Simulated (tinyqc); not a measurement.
# On-chip interconnect, size-dependent resistivity and RC delay: what changes with what

A rectangular line between two neighbours and two ground planes. Surface and grain-boundary scattering are added to the bulk resistivity as corrections; capacitances are parallel-plate values without fringing; inductance is ignored.

Parameters, values chosen for the exercise; metal values close to those of tungsten:

| symbol | value | unit | meaning |
|---|---|---|---|
| rho0 | 5.4 | uohm cm | bulk resistivity |
| lam | 15.3 | nm | bulk mean free path |
| ps | 0 |  | specular share of surface scattering |
| Rg | 0.18 |  | reflection coefficient of grain boundaries |
| gr | 1 |  | grain size over the metal width |
| wd | 17 | nm | drawn line width |
| AR | 1.3 |  | aspect ratio, height over width |
| tl | 0.6 | nm | liner on both walls and the bottom, not conducting |
| sp | 17 | nm | space to the neighbouring lines |
| hd | 39 | nm | dielectric height to the planes above and below |
| ek | 3.9 |  | relative permittivity of the dielectric |
| Mf | 2 |  | Miller factor of the neighbours |
| Lw | 400 | um | line length |
| Rd | 3300 | ohm | driver resistance |
| Cl | 0.094 | fF | load capacitance |
| rho2 | 5.14 | uohm cm | bulk resistivity of the second metal (close to molybdenum) |
| lam2 | 11.4 | nm | mean free path of the second metal |
| tl2 | 0.5 | nm | liner of the second metal |

Constants: eps0 = 8.8541878128e-12 F/m. Results are converted to the units shown.

Each table varies one quantity; the others keep the values above.

## Delay against the space to the neighbouring lines

Metal width x = wd - 2 tl, height y = AR wd - tl; grain boundaries (Mayadas-Shatzkes): al = (lam/(gr x)) Rg/(1 - Rg), g = 1/[1 - 3 al/2 + 3 al^2 - 3 al^3 ln(1 + 1/al)] - 1; surfaces (Fuchs-Sondheimer, thick limit): s = (3/8) lam (1 - ps)(1/x + 1/y); rho = rho0 (1 + g + s); r = rho/(x y); c = eps0 ek (2 wd/hd + 2 Mf AR wd/sp). Elmore delay tE = Rd (c Lw + Cl) + r Lw (c Lw/2 + Cl); t50 is the time at which the far end of a ladder of 30 pi sections (half capacitances at both ends, Cl at the far end, a step applied through Rd) reaches half the step; line share r Lw/(Rd + r Lw); estimate 0.69 Rd (c Lw + Cl) + 0.38 r c Lw^2 + 0.69 r Lw Cl.

The same in every row: rho (uohm cm) = 10.45; r (ohm/um) = 307.5; line share of the resistance (%) = 97.39.

Delay against the space to the neighbouring lines:
```
sp (nm)  c (fF/um)  tE (ps)  t50 (ps)  estimate (ps)
8.5         0.3892  1.010e4      7650           7640
12          0.2845     7386      5594           5586
16          0.2209     5738      4345           4339
23          0.1628     4233      3205           3201
32          0.1255     3265      2473           2469
44         0.09948     2591      1962           1959
61         0.08015     2089      1582           1580
85         0.06602     1723      1305           1303
```

Read the table: what changes, and by how much?

As sp goes from 8.5 to 85, r stays at 308 ohm/um, c falls from 0.389 to 0.0660 fF/um and t50 falls from 7650 to 1300 ps. t50/tE stays at 0.757, and the estimate is within 0.18 % of t50.

## Two metals against line width

Metal width x = wd - 2 tl, height y = AR wd - tl; grain boundaries (Mayadas-Shatzkes): al = (lam/(gr x)) Rg/(1 - Rg), g = 1/[1 - 3 al/2 + 3 al^2 - 3 al^3 ln(1 + 1/al)] - 1; surfaces (Fuchs-Sondheimer, thick limit): s = (3/8) lam (1 - ps)(1/x + 1/y); rho = rho0 (1 + g + s); r = rho/(x y). The second metal has rho2, lam2 and tl2 in place of rho0, lam and tl; ps, Rg, gr and AR are shared.

Two metals against line width:
```
wd (nm)  rho, first (uohm cm)  rho, second (uohm cm)  r, first (ohm/um)  r, second (ohm/um)  ratio second/first
5                       25.40                  18.78            1.133e4                7823              0.6906
6.5                     19.96                  15.18               4797                3473              0.7239
8                       16.86                  13.10               2529                1890              0.7471
10                      14.33                  11.37               1313                1011              0.7699
13                      12.11                  9.848              629.7               500.4              0.7946
17                      10.45                  8.691              307.5               251.5              0.8177
22                      9.254                  7.858              158.9               133.2              0.8381
30                      8.197                  7.117              74.12               63.74              0.8599
45                      7.249                  6.448              28.58               25.27              0.8840
70                      6.582                  5.977              10.58               9.572              0.9045
120                     6.087                  5.627              3.297               3.041              0.9223
```

Read the table: what changes, and by how much?

The resistivity of the first metal falls from 25.4 to 6.09 uohm cm and that of the second goes from 18.8 to 5.63 uohm cm as the line widens. The products rho0 lam, which set the size effect, are 82.6 and 58.6 uohm cm nm. The second metal has the lower resistance in every row. For widths well under the mean free path the thick-limit surface term is only a guide.

Computed by the program tinyqc: `OMP_NUM_THREADS=1 python tinyqc.py 2100036 2100037 out.jsonl`, one thread of a shared Intel Xeon 2.30GHz, about 0.01 s for the whole run.
